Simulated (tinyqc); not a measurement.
# p-n heterojunction, non-linear Poisson equation by Newton steps, Boltzmann statistics: what changes with what

One dimension, material 1 (p-type) at x < 0 and material 2 (n-type) at x > 0. Band edges: Ec = -psi in material 1 and -psi + dEc in material 2, Ev = Ec - Eg. Flat quasi-Fermi levels: 0 for holes, +V for electrons. n = Nc F((EFn - Ec)/Vt), p = Nv F((Ev - EFp)/Vt), with F(eta) = exp(eta) (Boltzmann statistics); full ionisation, no interface charge, classical densities; the doping types are chosen for the exercise.

Parameters, values chosen for the exercise; band and dielectric values close to those of In0.53Ga0.47As and InAlAs:
```
symbol    value   unit                                          meaning
T           300      K                                      temperature
Eg1       0.737     eV                           band gap of material 1
er1        14.1                     relative permittivity of material 1
Nc1     2.12e17  cm^-3  conduction-band density of states of material 1
Nv1     7.65e18  cm^-3     valence-band density of states of material 1
Eg2        1.44     eV                           band gap of material 2
er2        12.4                     relative permittivity of material 2
Nc2     4.93e17  cm^-3  conduction-band density of states of material 2
Nv2     9.83e18  cm^-3     valence-band density of states of material 2
dEc        0.51     eV                 conduction-band offset Ec2 - Ec1
N1       5.1e16  cm^-3                   acceptor density of material 1
N2       5.8e16  cm^-3                      donor density of material 2
V             0      V                    bias of side 1 against side 2
```

Constants: q = 1.602176634e-19 C, kB = 1.380649e-23 J/K, Vt = kB T/q, eps0 = 8.8541878128e-14 F/cm where lengths are in cm. Results are converted to the units shown.

Each table varies one quantity; the others keep the values above.

## Effect of the bias of side 1 against side 2

Exact first integral: on each side D^2/(2 eps0 er) = G, G = q [Vt (nI_j - nI_b) + Vt (pI_j - pI_b) - C (psi_j - psi_b)], with C = -N1 or +N2, b the neutral end of that side, and nI, pI the densities themselves. D is continuous, so er1 G1(psi_j) = er2 G2(psi_j) fixes psi_j. Ends from Nv1 F((-psi_L - Eg1)/Vt) = N1 and Nc2 F((V + psi_R - dEc)/Vt) = N2. D is counted positive when psi rises towards material 2. Depletion (Anderson) capacitance C^2 = q eps0 er1 er2 N1 N2/(2 (er1 N1 + er2 N2)(psi_R - psi_L)). -dD/dV is the change of the displacement at the interface with both quasi-Fermi levels flat; it is the terminal capacitance only while neither side holds an inversion layer. n_j and p_j are densities at the interface.

Result of one run:
columns A: V (V); B: psi_R - psi_L (V); C: psi_j - psi_L (V); D: psi_R - psi_j (V); E: D/q (cm^-2); F: n_j in 1 (cm^-3); G: p_j in 2 (cm^-3); H: -dD/dV (nF/cm^2); I: depletion C (nF/cm^2)
```
A          B      C      D         E        F         G      H      I
-1.11  2.172  1.086  1.086  9.180e11  5.255e6  2.127e-5  34.68  34.27
```

What becomes of these results when the bias of side 1 against side 2 V is changed from -1.11 to -3 V, all else the same?

Result of the changed run:
columns A: V (V); B: psi_R - psi_L (V); C: psi_j - psi_L (V); D: psi_R - psi_j (V); E: D/q (cm^-2); F: n_j in 1 (cm^-3); G: p_j in 2 (cm^-3); H: -dD/dV (nF/cm^2); I: depletion C (nF/cm^2)
```
A       B      C      D         E          F          G      H      I
-3  4.062  2.031  2.031  1.262e12  7.021e-10  2.827e-21  25.22  25.06
```

The whole series:
columns A: V (V); B: psi_R - psi_L (V); C: psi_j - psi_L (V); D: psi_R - psi_j (V); E: D/q (cm^-2); F: n_j in 1 (cm^-3); G: p_j in 2 (cm^-3); H: -dD/dV (nF/cm^2); I: depletion C (nF/cm^2)
```
A           B       C       D         E          F          G      H      I
0.3    0.7621  0.3134  0.4487  5.798e11   2.670e17    2.036e8  15.18  57.85
-0.17   1.232  0.6160  0.6161  6.850e11   4.111e14       1682  46.29  45.50
-0.64   1.702  0.8511  0.8510  8.099e11   4.658e10     0.1888  39.31  38.71
-1.11   2.172   1.086   1.086  9.180e11    5.255e6   2.127e-5  34.68  34.27
-1.59   2.652   1.326   1.326  1.017e12      488.7   1.976e-9  31.32  31.01
-2.06   3.122   1.561   1.561  1.105e12    0.05515  2.226e-13  28.82  28.58
-2.53   3.592   1.796   1.796  1.186e12   6.222e-6  2.509e-17  26.84  26.65
-3      4.062   2.031   2.031  1.262e12  7.021e-10  2.827e-21  25.22  25.06
```

As V goes from 0.3 to -3, the total bending rises from 0.762 to 4.06 V and the sheet charge D/q rises from 5.80e11 to 1.26e12 cm^-2; the share of the bending in material 1 rises from 41.1 to 50.0 %. The capacitance departs most from the depletion formula at V = 0.3, where it is 74 % below it, and there the electrons at the interface in material 1 outnumber its acceptors: an inversion layer has formed. For V = 0.3 a density at the interface exceeds 0.3 of the band density of states, which Boltzmann statistics overestimate.

## Effect of the conduction-band offset Ec2 - Ec1

Same model as above.

Effect of the conduction-band offset Ec2 - Ec1:
columns A: dEc (eV); B: psi_R - psi_L (V); C: psi_j - psi_L (V); D: psi_R - psi_j (V); E: D/q (cm^-2); F: n_j in 1 (cm^-3); G: p_j in 2 (cm^-3); H: -dD/dV (nF/cm^2); I: depletion C (nF/cm^2)
```
A          B       C       D         E         F        G      H      I
0.21  0.7621  0.3811  0.3811  5.314e11  3.337e13    135.7  59.90  57.85
0.29  0.8421  0.4211  0.4211  5.605e11  1.566e14    638.1  56.71  55.03
0.36  0.9121  0.4559  0.4562  5.849e11  6.039e14     2482  54.11  52.88
0.44  0.9921  0.4954  0.4967  6.118e11  2.778e15  1.191e4  50.66  50.70
0.51   1.062  0.5286  0.5336  6.353e11  1.002e16  4.951e4  45.63  49.00
0.59   1.142  0.5619  0.5802  6.638e11  3.637e16  3.012e5  35.35  47.26
0.66   1.212  0.5842  0.6279  6.918e11  8.632e16  1.903e6  24.93  45.87
0.74   1.292  0.6022  0.6899  7.265e11  1.731e17  2.094e7  16.25  44.43
0.81   1.362  0.6134  0.7487  7.580e11  2.671e17  2.036e8  11.61  43.27
```

Read the table: what changes, and by how much?

As dEc goes from 0.21 to 0.81, the total bending rises from 0.762 to 1.36 V and the sheet charge D/q rises from 5.31e11 to 7.58e11 cm^-2; the share of the bending in material 1 falls from 50.0 to 45.0 %. The alignment is staggered for dEc = 0.74, 0.81 eV. The capacitance departs most from the depletion formula at dEc = 0.81, where it is 73 % below it, and there the electrons at the interface in material 1 outnumber its acceptors: an inversion layer has formed. For dEc = 0.66, 0.74, 0.81 a density at the interface exceeds 0.3 of the band density of states, which Boltzmann statistics overestimate.

Numbers from tinyqc (`OMP_NUM_THREADS=1 python tinyqc.py 2040099 2040100 out.jsonl`; about 0.02 s on one thread of a shared Intel Xeon 2.30GHz).
